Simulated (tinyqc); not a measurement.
Inside a calculation: six-band Luttinger-Kohn model with strain. Values are carried at full precision from step to step, so a last printed digit may differ when a step is redone from the rounded ones.

Constants: hbar^2/2m0 = 3.80998211 eV angstrom^2.

Inputs chosen for the exercise (near those of Si; the results hold for these values, not for the real material):
- C11 = 163.8 GPa
- C12 = 64.9 GPa
- C44 = 79.1 GPa
- load = uniaxial [100] (kind of stress)
- X = -1 GPa (stress)
- Dso = 0.043 eV (spin-orbit splitting)
- g1 = 4.3 (Luttinger gamma1)
- g2 = 0.34 (gamma2)
- g3 = 1.44 (gamma3)
- av = 2.5 eV (valence hydrostatic potential)
- b = -2.06 eV (tetragonal shear potential)
- d = -4.86 eV (trigonal shear potential)
- k = (-0.028, 0.015, 0) 1/angstrom (wave vector)
- kmax = 0.1 1/angstrom (end of the path)

## Strain from a uniaxial [100] stress

s11 = (C11 + C12)/((C11 - C12)(C11 + 2 C12)), s12 = -C12/((C11 - C12)(C11 + 2 C12)), s44 = 1/C44; exx = s11 sxx + s12 (syy + szz) and cyclic, exy = s44 sxy/2; tension is positive. A uniaxial stress X along the unit vector n is s_ij = X n_i n_j.

s11, s12, s44 (1/TPa): 7.8761  -2.2351  12.6422

strain tensor:
```
           x         y         z
x  -0.007876  0.000000  0.000000
y   0.000000  0.002235  0.000000
z   0.000000  0.000000  0.002235
```

The volume changes by -0.341 %; there is no shear in the cubic axes, so d does not enter.

## The terms P, Q, R, S at one k

P = c g1 k^2 - av tr(e); Q = c g2 (kx^2 + ky^2 - 2 kz^2) - (b/2)(exx + eyy - 2 ezz); R = c sqrt3 [-g2 (kx^2 - ky^2) + 2i g3 kx ky] + (sqrt3/2) b (exx - eyy) - i d exy; S = 2 c sqrt3 g3 (kx - i ky) kz - d (exz - i eyz); c = hbar^2/2m0, e the strain tensor (not engineering shear).

Form the four terms.

Terms (eV):
```
term             from k  from strain
P               0.01653      0.00851
Q               0.00131     -0.01041
R     -0.00125-0.00798i      0.01804
S               0.00000      0.00000
```

## The Hamiltonian

Six-band Luttinger-Kohn model in the basis |3/2,3/2>, |3/2,1/2>, |3/2,-1/2>, |3/2,-3/2>, |1/2,1/2>, |1/2,-1/2>, electron energies, zero at the top of the unstrained valence band. H = -[rows: (P+Q, -S, R, 0, -S/r2, r2 R); (-S*, P-Q, 0, R, -r2 Q, r32 S); (R*, 0, P-Q, S, r32 S*, r2 Q); (0, R*, S*, P+Q, -r2 R*, -S*/r2); (-S*/r2, -r2 Q, r32 S, -r2 R, P+Dso, 0); (r2 R*, r32 S*, r2 Q, -S/r2, 0, P+Dso)], r2 = sqrt(2), r32 = sqrt(3/2). Levels are twofold.

Each term is the sum of its two parts.

H(k) (eV), lower triangle (Hermitian):
```
                  3/2,3/2          3/2,1/2  3/2,-1/2        3/2,-3/2  1/2,1/2  1/2,-1/2
3/2,3/2           -0.0159
3/2,1/2                 0          -0.0342
3/2,-1/2  -0.0168-0.0080i                0   -0.0342
3/2,-3/2                0  -0.0168-0.0080i         0         -0.0159
1/2,1/2                 0          -0.0129         0  0.0237-0.0113i  -0.0680
1/2,-1/2  -0.0237-0.0113i                0    0.0129               0        0   -0.0680
```

## Levels and their make-up

Diagonalise H. The weights add +m and -m and are averaged over each pair; m is taken along z.

levels from the top, each twofold (eV): 0.0070  -0.0455  -0.0796

weights:
```
               top  second  third
|3/2,+-3/2>  0.642   0.236  0.121
|3/2,+-1/2>  0.226   0.759  0.015
|1/2,+-1/2>  0.131   0.005  0.864
```

The top pair is 64 % |3/2,+-3/2>, the second pair is 76 % |3/2,+-1/2> and the third pair is 86 % |1/2,+-1/2>.

## Band edges at k = 0
Diagonalise H at k = 0. The weights add +m and -m (m along z) and are averaged over each pair.

edges from the top (eV): 0.0238  -0.0293  -0.0630

weights at k = 0:
```
               top  second  third
|3/2,+-3/2>  0.651   0.250  0.099
|3/2,+-1/2>  0.217   0.750  0.033
|1/2,+-1/2>  0.133   0.000  0.867
```

The stress splits the top two pairs by 53.2 meV, 2.06 times kT at 300 K (25.85 meV); the third lies 86.9 meV below the top, against Dso = 43 meV without stress.

## Hole masses at the edges

Curvature at k = 0: m/m0 = -2 c h^2/(E(h u) + E(-h u) - 2 E(0)) with h = 0.0002 1/angstrom along the unit vector u.

Hole masses (m0):
```
direction    top  second  third
[110]      0.217   0.242  0.240
[1-10]     0.217   0.242  0.240
[100]      0.180   0.276  0.268
[001]      0.272   0.216  0.218
```

Of the directions listed, the top pair is lightest along [100] (0.180) and heaviest along [001] (0.272). These masses hold only for hole energies well below the splitting of 53 meV.

## Bands along [110] and [001]

Six points from 0 to kmax in each direction.

Levels (eV):
```
direction  |k| (1/angstrom)      top   second    third  top, no stress  second, no stress
[110]                 0.000   0.0238  -0.0293  -0.0630          0.0000             0.0000
[110]                 0.020   0.0174  -0.0359  -0.0697         -0.0025            -0.0099
[110]                 0.040   0.0046  -0.0577  -0.0942         -0.0081            -0.0337
[110]                 0.060  -0.0057  -0.0907  -0.1491         -0.0138            -0.0639
[110]                 0.080  -0.0132  -0.1313  -0.2386         -0.0190            -0.1030
[110]                 0.100  -0.0199  -0.1815  -0.3586         -0.0244            -0.1526
[001]                 0.000   0.0238  -0.0293  -0.0630          0.0000             0.0000
[001]                 0.020   0.0182  -0.0364  -0.0701         -0.0055            -0.0075
[001]                 0.040   0.0015  -0.0566  -0.0920         -0.0221            -0.0295
[001]                 0.060  -0.0264  -0.0882  -0.1309         -0.0497            -0.0638
[001]                 0.080  -0.0653  -0.1297  -0.1882         -0.0883            -0.1077
[001]                 0.100  -0.1151  -0.1811  -0.2638         -0.1379            -0.1607
```

## Checks

- Levels against the same model in the basis X, Y, Z times spin: they agree to 1e-10 or better.

(tinyqc, `OMP_NUM_THREADS=1 python tinyqc.py 1050758 1050759 out.jsonl`, Intel(R) Xeon(R) Processor @ 2.30GHz, 1 thread, shared host, about 0.05 s.)
